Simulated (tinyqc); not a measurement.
## Bandgap voltage reference from two bipolar transistors: effect of the offset of the amplifier

Two transistors of area 1 and N carry the same current I. Is(T) = Is (T/T0)^eta exp[(Vg0 q/kB)(1/T0 - 1/T)], VBE1 = Vt ln(I/Is(T)) + I rb, VBE2 = Vt ln(I/(N Is(T))) + I rb/N. The amplifier forces I R1(T) = VBE1 - VBE2 + Vos, with R(T) = R (1 + tc (T - T0)) for both resistors, and the output is Vref = VBE1 + I R2(T). Base currents and the Early effect are neglected.

Vt = kB T/q; I = (Vt ln N + Vos)/(R1(T) - rb (1 - 1/N)). Box coefficient: span of Vref between 233 and 398 K over its average over T and over 165 K. The last column is the R2 that gives zero slope at T0.

Parameters, values chosen for the exercise; values of the order met in silicon bipolar transistors:
```
symbol,value,unit,meaning
T0,300,K,reference temperature
Vg0,1.169,V,band-gap voltage extrapolated to 0 K
eta,3.7,,temperature exponent of the saturation current
Is,1.6e-16,A,saturation current of the unit transistor at T0
N,8,,area ratio of the second transistor
R1,8.9,kohm,"resistor across which the difference of VBE falls, at T0"
tc,0,ppm/K,temperature coefficient of both resistors
rb,0,ohm,series resistance of the unit transistor
R2,102.9,kohm,output resistor at T0
```

Constants: q = 1.602176634e-19 C, kB = 1.380649e-23 J/K. Results are converted to the units shown.

Effect of the offset of the amplifier:

| Vos (mV) | I at T0 (uA) | Vref at T0 (V) | slope at T0 (uV/K) | box coefficient (ppm/K) | R2 for zero slope (kohm) |
|---|---|---|---|---|---|
| -5 | 5.478 | 1.191 | 41.57 | 29.83 | 100.8 |
| -3 | 5.703 | 1.215 | 41.29 | 29.05 | 100.8 |
| -1 | 5.928 | 1.239 | 41.16 | 28.40 | 100.9 |
| 0 | 6.040 | 1.251 | 41.14 | 28.11 | 100.9 |
| 1 | 6.153 | 1.263 | 41.16 | 27.85 | 100.9 |
| 3 | 6.377 | 1.287 | 41.27 | 27.40 | 100.9 |
| 5 | 6.602 | 1.311 | 41.47 | 27.03 | 100.8 |

As Vos goes from -5 to 5, Vref rises from 1.191 to 1.311 V and the box coefficient falls from 29.8 to 27.0 ppm/K. Each mV of offset moves Vref by 12.0 mV, about R2/R1 = 11.6 plus the change of VBE1 with the current.

Computed by the program tinyqc: `OMP_NUM_THREADS=1 python tinyqc.py 2062209 2062210 out.jsonl`, one thread of a shared Intel Xeon 2.30GHz, about 0.03 s for the whole run.
